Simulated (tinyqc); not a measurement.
From results back to parameters: carrier statistics of a doped semiconductor with parabolic bands. Five cases, with inputs chosen for the exercise.

Problem. ni^2 = C^2 (T/300 K)^3 exp(-Eg(T)/kB T) with Eg(T) = Eg0 - al T^2/(T + be). Two intrinsic densities were computed from hidden Eg0 and C = sqrt(Nc Nv) at 300 K.

Constants: kB = 8.617333262e-05 eV/K.

Find: Eg0; C.

Method. y(T) = 2 ln ni - 3 ln(T/300) - al T/((T + be) kB) equals 2 ln C - Eg0/(kB T), a straight line in 1/T; two points give slope and intercept.

Case 1.

Values chosen (near those of GaN; shifted at random, so the results belong to these values and not to a real crystal):
- al = 0.000902 eV/K (Varshni alpha)
- be = 838 K (Varshni beta)
- T1 = 280 K
- T2 = 550 K

ni(T1) = 9.17730e-13 1/cm^3
ni(T2) = 17069.9 1/cm^3

Solution.

Eg0 = 3.508 eV
C = 1.02e+19 1/cm^3

Case 2.

Values chosen (near those of InSb; shifted at random, so the results belong to these values and not to a real crystal):
- al = 0.000337 eV/K (Varshni alpha)
- be = 168 K (Varshni beta)
- T1 = 320 K
- T2 = 420 K

ni(T1) = 2.65377e+16 1/cm^3
ni(T2) = 1.24638e+17 1/cm^3

Solution.

Eg0 = 0.237 eV
C = 4.94e+17 1/cm^3

Case 3.

Values chosen (near those of SiC; shifted at random, so the results belong to these values and not to a real crystal):
- al = 0.000615 eV/K (Varshni alpha)
- be = 1269 K (Varshni beta)
- T1 = 250 K
- T2 = 520 K

ni(T1) = 4.58671e-14 1/cm^3
ni(T2) = 24864.5 1/cm^3

Solution.

Eg0 = 3.260 eV
C = 2.42e+19 1/cm^3

Case 4.

Values chosen (near those of InP; shifted at random, so the results belong to these values and not to a real crystal):
- al = 0.000375 eV/K (Varshni alpha)
- be = 169 K (Varshni beta)
- T1 = 270 K
- T2 = 450 K

ni(T1) = 457687 1/cm^3
ni(T2) = 2.53488e+11 1/cm^3

Solution.

Eg0 = 1.421 eV
C = 2.57e+18 1/cm^3

Case 5.

Values chosen (near those of AlAs; shifted at random, so the results belong to these values and not to a real crystal):
- al = 0.000682 eV/K (Varshni alpha)
- be = 561 K (Varshni beta)
- T1 = 280 K
- T2 = 550 K

ni(T1) = 0.289647 1/cm^3
ni(T2) = 1.40364e+10 1/cm^3

Solution.

Eg0 = 2.256 eV
C = 1.73e+19 1/cm^3

Computed by tinyqc, one run a case: `OMP_NUM_THREADS=1 python tinyqc.py N N+1 out.jsonl` with N = 1680052, 1680092, 1680203, 1680227, 1680254; one thread of a shared Intel(R) Xeon(R) Processor @ 2.30GHz, about 0.01 s a run at most.
